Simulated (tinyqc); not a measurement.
## Biaxially strained (001) channel, valley splitting in an inversion layer: effect of the germanium share of the relaxed buffer

A thin layer grown on a relaxed buffer is stretched in the plane. The two valleys with their long axis along the growth direction (D2) sink against the four in-plane ones (D4); confinement in a triangular well splits them too. Only the lowest subband of each set is kept; one relaxation time, so the weakening of intervalley scattering is left out.

e_par = b1 x, e_perp = -2 (c12/c11) e_par, splitting D = Xu (e_par - e_perp), in-plane stress (c11 + c12 - 2 c12^2/c11) e_par. Levels E(m) = 2.33811 (hbar^2 q^2 F^2/(2 m))^(1/3): E2 = E(ml), E4 = E(mt) + D; N2 = 2 mt kB T/(pi hbar^2), N4 = 4 sqrt(mt ml) kB T/(pi hbar^2). EF solves Ns = N2 ln(1 + exp((EF - E2)/Vt)) + N4 ln(1 + exp((EF - E4)/Vt)); f2 is the share in D2, and 1/mc = f2/mt + (1 - f2)(1/mt + 1/ml)/2. Critical thickness (Matthews-Blakeslee, 60-degree dislocations): h = bv (1 - nu/4)[ln(h/bv) + 1]/(4 pi e_par (1 + nu)), nu = c12/(c11 + c12). The gain is mc(x = 0)/mc.

Values chosen for this exercise; values close to those of silicon on relaxed silicon-germanium:

| symbol | value | unit | meaning |
|---|---|---|---|
| T | 250 | K | temperature |
| b1 | 0.0418 |  | lattice mismatch per unit x |
| c11 | 168 | GPa | elastic constant |
| c12 | 65.8 | GPa | elastic constant |
| Xu | 9.03 | eV | shear deformation potential |
| ml | 0.917 | m0 | longitudinal mass |
| mt | 0.192 | m0 | transverse mass |
| F | 0.83 | MV/cm | confining field |
| Ns | 4.4e12 | cm^-2 | inversion density |
| bv | 0.384 | nm | Burgers vector |

Constants: q = 1.602176634e-19 C, kB = 1.380649e-23 J/K, hbar = 1.054571817e-34 J s, m0 = 9.1093837015e-31 kg, Vt = kB T/q, hbar^2/(2 m0) = 0.0380998212 eV nm^2. Results are converted to the units shown.

The same in every row: f2 without strain = 0.94093.

Effect of the germanium share of the relaxed buffer:
```
x     D (meV)       f2  mc (m0)    gain  critical thickness (nm)
0.03   20.194  0.97526  0.19390  1.0139                   119.10
0.09   60.581  0.99605  0.19230  1.0223                   31.946
0.15   100.97  0.99939  0.19205  1.0237                   16.920
0.21   141.36  0.99991  0.19201  1.0239                   10.998
0.27   181.74  0.99999  0.19200  1.0239                   7.9055
0.33   222.13   1.0000  0.19200  1.0239                   6.0340
0.39   262.52   1.0000  0.19200  1.0239                   4.7924
0.45   302.91   1.0000  0.19200  1.0239                   3.9151
```

Read the table: what changes, and by how much?

As x goes from 0.03 to 0.45, f2 rises from 0.975 to 1.00 (without strain: it stays at 0.941) and the gain rises from 1.01 to 1.02. The gain cannot pass 1.024, reached when D4 is empty, while the critical thickness falls from 119 to 3.92 nm.

tinyqc, about 0.02 s, one thread, Intel Xeon 2.30GHz (shared host): `OMP_NUM_THREADS=1 python tinyqc.py 2530052 2530053 out.jsonl`
